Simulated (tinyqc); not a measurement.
# Abrupt p-n junction, non-linear Poisson equation by Newton steps, step by step

tinyqc, about 0.02 s, one thread, Intel Xeon 2.30GHz (shared host): `OMP_NUM_THREADS=1 python tinyqc.py 2000157 2000158 out.jsonl` Printed values are rounded.

One dimension, p side on the left, n side on the right; net doping C = -Na for x < 0 and +Nd for x > 0. The potential psi is counted from the intrinsic level, and the quasi-Fermi potentials are flat: 0 for holes and -V for electrons, so n = ni exp((psi + V)/Vt) and p = ni exp(-psi/Vt) (Boltzmann statistics, full ionisation, no current). Under reverse bias this makes the minority densities vanishingly small everywhere; they play no part in the charge.

Inputs (values chosen for the exercise); band and dielectric values close to those of 4H silicon carbide: temperature T = 350 K; band gap Eg = 3.29 eV; relative permittivity eps_r = 9.84; conduction-band density of states at T Nc = 2.14e19 cm^-3; valence-band density of states at T Nv = 3.1e19 cm^-3; acceptor density of the p side Na = 5.9e15 cm^-3; donor density of the n side Nd = 8.3e15 cm^-3; bias of the p side against the n side V = -7.3 V.

Constants: q = 1.602176634e-19 C, kB = 1.380649e-23 J/K, Vt = kB T/q, eps0 = 8.8541878128e-14 F/cm where lengths are in cm. Results are converted to the units shown.

## Intrinsic density, end potentials and Debye lengths

ni = sqrt(Nc Nv) exp(-Eg/(2 Vt)), Eg in volts; psi_p = -Vt ln(Na/ni), psi_n = Vt ln(Nd/ni) - V; Debye length sqrt(eps0 eps_r Vt/(q N)).

ni = 5.295784e-5 cm^-3
psi_p = -1.392209 V
psi_n = 8.702503 V
Debye length, p side = 52.72434 nm
Debye length, n side = 44.45270 nm

## Net doping on the mesh

x, node 0 to 12 (nm): -1930  -1090  -573  -255  -60  60  195  345  515  704  917  1160  1420

C = -Na for x < 0 and +Nd for x > 0, taken at the nodes.

net doping C, node 0 to 12 (cm^-3): -5.9e15  -5.9e15  -5.9e15  -5.9e15  -5.9e15  8.3e15  8.3e15  8.3e15  8.3e15  8.3e15  8.3e15  8.3e15  8.3e15

## Couplings between neighbouring nodes

a_i = eps0 eps_r/h_i for the interval from node i to i + 1, with h_i = x_(i+1) - x_i in cm.

coupling a_i, interval 0 to 11 (F/cm^2): 1.037205e-8  1.685207e-8  2.739786e-8  4.467959e-8  7.260434e-8  6.453719e-8  5.808347e-8  5.125012e-8  4.609799e-8  4.090385e-8  3.585400e-8  3.350970e-8

## Starting potential

A straight line in x from psi_p = -Vt ln(Na/ni) at the first node to psi_n = Vt ln(Nd/ni) - V at the last.

psi at the start, node 0 to 12 (V): -1.392209  1.139003  2.696903  3.655147  4.242750  4.604351  5.011153  5.463155  5.975424  6.544946  7.186789  7.919032  8.702503

## Iteration 1: densities, residual and Jacobian diagonal

n_i = ni exp((psi_i + V)/Vt), p_i = ni exp(-psi_i/Vt), rho_i = p_i - n_i + C_i, g_i = (n_i + p_i)/Vt. Box widths w_i = (h_(i-1) + h_i)/2 in cm. Residual F_i = a_i (psi_(i+1) - psi_i) - a_(i-1) (psi_i - psi_(i-1)) + q rho_i w_i; Jacobian: a_(i-1) and a_i beside the diagonal, b_i = -a_(i-1) - a_i - q g_i w_i on it. The two end nodes are fixed.

```
node      n (cm^-3)      p (cm^-3)
0     3.644475e-130         5.9e15
1      1.022048e-93   2.103854e-21
2      2.768516e-71   7.766761e-44
3      1.739228e-57   1.236319e-57
4      5.028766e-49   4.275880e-66
5      8.096460e-44   2.655778e-71
6      5.834225e-38   3.685562e-77
7      1.881592e-31   1.142777e-83
8      4.475827e-24   4.804118e-91
9      7.106185e-16   3.025871e-99
10      1.240985e-6  1.732688e-108
11         43411.51  4.953157e-119
12           8.3e15  2.590651e-130
```

```
node  residual F (C/cm^2)  diagonal b (F/cm^2)
1            -6.413753e-8         -2.722412e-8
2            -3.946562e-8         -4.424994e-8
3            -2.424654e-8         -7.207746e-8
4            -1.488823e-8         -1.172839e-7
5             1.695503e-8         -1.371415e-7
6             1.894974e-8         -1.226207e-7
7             2.127691e-8         -1.093336e-7
8             2.387003e-8         -9.734812e-8
9             2.672911e-8         -8.700185e-8
10            3.031959e-8         -7.675785e-8
11            3.344464e-8         -6.936369e-8
```

## Iteration 1: Newton step

Solve the tridiagonal system a_(i-1) d_(i-1) + b_i d_i + a_i d_(i+1) = -F_i for nodes 1 to 11, with d = 0 on fixed nodes. Half of the step is added while the largest |d| exceeds 1.5 Vt, the full step after that.

Newton step d, before damping, node 1 to 11 (V): -4.848161  -4.026175  -2.080119  -0.344107  0.929268  2.099098  3.072658  3.760869  4.008186  3.633447  2.360287
psi after iteration 1, node 0 to 12 (V): -1.392209  -1.285078  0.683815  2.615087  4.070696  5.068985  6.060702  6.999484  7.855858  8.549039  9.003513  9.099176  8.702503

## Iteration 2: densities, residual and Jacobian diagonal

As before.

```
node      n (cm^-3)      p (cm^-3)
0     3.644475e-130         5.9e15
1     1.271292e-128    1.691381e14
2     2.851415e-100   7.540959e-15
3      1.837207e-72   1.170385e-42
4      1.674948e-51   1.283765e-63
5      3.969461e-37   5.416958e-78
6      7.565226e-23   2.842268e-92
7       2.492820e-9  8.625732e-106
8          5344.850  4.023013e-118
9       5.120424e13  4.199340e-128
10      1.792391e20  1.199649e-134
11      4.274881e21  5.029941e-136
12           8.3e15  2.590651e-130
```

```
node  residual F (C/cm^2)  diagonal b (F/cm^2)
1            -3.023011e-8         -8.818635e-8
2            -1.973281e-8         -4.424994e-8
3            -1.212327e-8         -7.207746e-8
4            -7.444113e-9         -1.172839e-7
5             8.477517e-9         -1.371415e-7
6             9.474872e-9         -1.226207e-7
7             1.063845e-8         -1.093336e-7
8             1.193501e-8         -9.734812e-8
9             1.319966e-8         -9.246913e-8
10           -6.547387e-4          -0.02170894
11            -0.01722551           -0.5711255
```

## Iteration 2: Newton step

As before.

Newton step d, before damping, node 1 to 11 (V): -0.556931  -1.120553  -0.746998  -0.246593  0.163879  0.494300  0.698310  0.721943  0.489311  -0.030159  -0.030161
psi after iteration 2, node 0 to 12 (V): -1.392209  -1.563544  0.123539  2.241589  3.947400  5.150925  6.307852  7.348639  8.216829  8.793695  8.988433  9.084096  8.702503

## Course of the Newton iteration

Stop when the largest undamped |d| is below 1e-9 V, or after 80 iterations.

Course of the iteration:
```
iteration  largest |F| (C/cm^2)  largest |d| (V)  at node
1                       6.41e-8             4.85        1
2                        0.0172             1.12        2
3                        0.0104            0.420        2
4                       6.34e-3            0.203        2
5                       3.84e-3           0.0948        2
6                       2.33e-3           0.0404        2
7                       8.58e-4           0.0302       11
8                       3.15e-4           0.0302       11
9                       1.16e-4           0.0302       11
...                         ...              ...      ...
13                      2.11e-6           0.0298       11
14                      7.70e-7           0.0291       11
15                      2.75e-7           0.0271       11
16                      9.31e-8           0.0223       11
17                      2.69e-8           0.0132       11
18                      4.95e-9          3.72e-3       11
19                     2.78e-10          2.35e-4       11
20                     1.02e-12          8.66e-7       11
21                     1.38e-17         1.17e-11       11
```

Converged in 21 iterations. Once the step is below 0.1 Vt, 2 more iteration(s) reach the threshold: near the solution the error is roughly squared each time.

## Converged densities, field and charge

converged psi, node 0 to 12 (V): -1.392209  -1.381234  -0.213574  1.945101  3.811493  5.165101  6.425194  7.499046  8.300921  8.674607  8.701429  8.702470  8.702503

n and p as above; field E_i = -(psi_(i+1) - psi_i)/h_i on each interval; charge on either side of the peak Q = eps0 eps_r |E|max (Gauss).

```
node      n (cm^-3)      p (cm^-3)
0     3.644475e-130         5.9e15
1     5.244048e-130    4.100344e15
2     3.413656e-113     0.06298937
3      4.137861e-82   5.196501e-33
4      3.101963e-55   6.931869e-60
5      9.610424e-36   2.237404e-79
6      1.340524e-17   1.604029e-97
7        0.03891078  5.526079e-113
8       1.369484e10  1.570110e-124
9       3.291561e15  6.532584e-130
10      8.009871e15  2.684488e-130
11      8.291014e15  2.593459e-130
12           8.3e15  2.590651e-130
```

field E, interval 0 to 11 (kV/cm): -0.1307  -22.5853  -67.8829  -95.7124  -112.8007  -93.3402  -71.5902  -47.1691  -19.7718  -1.2593  -0.0428  -0.0013
peak |E| = 112.8007 kV/cm
charge Q = 98.27786 nC/cm^2

## Check against the exact first integral and the depletion approximation

ni = sqrt(Nc Nv) exp(-Eg/(2 Vt)), Eg in volts. Exact first integral for an abrupt junction with thick neutral sides: psi_p = -Vt ln(Na/ni), psi_n = Vt ln(Nd/ni) - V, psi_j = (Nd psi_n + Na psi_p - Vt (Nd - Na))/(Na + Nd) at the junction, n_j = ni exp((psi_j + V)/Vt), p_j = ni exp(-psi_j/Vt), and E_j^2 = (2 q/(eps0 eps_r)) [Nd (psi_n - psi_j - Vt) + Vt (n_j + p_j)] (minority densities of the neutral sides neglected). Depletion approximation: Vbi = Vt ln(Na Nd/ni^2), W = sqrt(2 eps0 eps_r (Vbi - V)(1/Na + 1/Nd)/q), xp = W Nd/(Na + Nd), xn = W Na/(Na + Nd), peak field 2 (Vbi - V)/W, capacitance eps0 eps_r/W.

psi_j = 4.503124 V
exact field at the junction = 112.8144 kV/cm
Vbi = 2.794711 V
W = 1784.259 nm
peak field in the depletion approximation = 113.1530 kV/cm

The depletion approximation gives a peak field 0.30 % above the exact one, since it leaves out the Debye tails of the majority carriers at the edges of the depleted layer. The 13-node mesh above gave 112.8 kV/cm on the interval that holds the junction, 0.012 % below the exact value.
